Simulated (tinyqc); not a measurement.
Capacitance measurement on a leaky thin oxide: effects of series resistance and leakage: one step of the calculation.

The device is a capacitance C in parallel with a leakage conductance G, in series with Rs and Ls. An impedance meter reports either a parallel pair (Cp, Gp) from Y = 1/Z = Gp + i w Cp or a series pair (Cs, Rm) from Z = Rm + 1/(i w Cs); w = 2 pi f, dissipation D = Gp/(w |Cp|).

Question. True capacitance and conductance. EOT = 3.9 tox/eox; CET = EOT + zc + zp; C = 3.9 eps0 A/CET; G = Jg A/Vs.

Parameters, values chosen for the exercise; values of the order met in thin-oxide MOS capacitors:
- eox = 3.9 (relative permittivity of the gate insulator (close to silicon dioxide))
- tox = 1.3 nm (insulator thickness)
- A = 400 um^2 (gate area)
- zc = 0.45 nm (oxide-equivalent thickness added by the accumulation layer)
- zp = 0 nm (oxide-equivalent thickness added by gate depletion)
- Jg = 0.0004 A/cm^2 (gate leakage current density, not matched to the thickness)
- Vs = 0.2 V (voltage for an e-fold rise of the leakage)

Constants: eps0 = 8.8541878128e-14 F/cm where lengths are in cm. Results are converted to the units shown.

Give: EOT; CET; C; G.

Answer.

EOT = 1.3000 nm
CET = 1.7500 nm
C = 7.8929 pF
G = 0.0080000 uS

Computed by the program tinyqc: `OMP_NUM_THREADS=1 python tinyqc.py 2022092 2022093 out.jsonl`, one thread of a shared Intel Xeon 2.30GHz, about 0.01 s for the whole run.
